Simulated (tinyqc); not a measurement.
How many bands a k.p model needs: band 5 from Gamma to X: k.p theory built from an empirical-pseudopotential calculation at Gamma.

Empirical pseudopotential on the fcc lattice, atoms at +/- tau, tau = a (1,1,1)/8, no spin-orbit coupling. H(G,G') = c (2 pi/a)^2 |k + G|^2 delta + VS(q) cos(q.tau) + i VA(q) sin(q.tau), q = G - G', c = hbar^2/2m0; k and G in units of 2 pi/a; VS at |q|^2 = 3, 8, 11 and VA at 3, 4, 11, in rydberg, zero elsewhere. The basis is fixed: all 89 G with |G|^2 up to Gcut. Energies are counted from the fourth level at Gamma.

k.p in the lowest n states at Gamma: H_nm = (E_n + c k^2) delta + 2 c k.<n|G|m>, k in 1/angstrom; with all states of the basis it is exact.

Constants: hbar^2/2m0 = 3.80998211 eV angstrom^2; Ry = 13.60569312 eV.

Parameters, chosen for this exercise (near those of GaSb; not measured data):
- a = 6.115 angstrom (lattice constant)
- VS = (-0.22, -0, 0.05) Ry (symmetric form factors)
- VA = (0.061, 0.051, 0.01) Ry (antisymmetric form factors)
- Gcut = 19 (2 pi/a)^2 (largest |G|^2 of the fixed basis)

Band 5 (counted from below) at k = f (1, 0, 0) 2 pi/a; n ends on whole multiplets.

Energies (eV):
```
f      n = 8  n = 15  n = 27  n = 89 (exact)
0.000  0.754   0.754   0.754           0.754
0.125  1.487   1.449   1.447           1.447
0.250  2.629   2.406   2.400           2.399
0.375  3.925   3.135   3.119           3.115
0.500  5.287   2.770   2.728           2.721
0.625  6.052   2.470   2.401           2.389
0.750  6.828   2.296   2.189           2.173
0.875  7.737   2.249   2.095           2.072
1.000  8.783   2.279   2.095           2.058
```

What can be read from this table?

With n = 8 the band stays within 0.05 eV of the exact one up to f = 0.125 (error at X: +6.724 eV). With n = 15 the band stays within 0.05 eV of the exact one up to f = 0.500 (error at X: +0.221 eV). With n = 27 the band stays within 0.05 eV of the exact one over the whole line (error at X: +0.036 eV). A smaller basis can only raise a level. The exact band has its minimum on these points at f = 0.000; n = 8 puts it at f = 0.000.

Program tinyqc; command `OMP_NUM_THREADS=1 python tinyqc.py 1050517 1050518 out.jsonl`; about 5 s on one thread of a shared Intel(R) Xeon(R) Processor @ 2.30GHz.
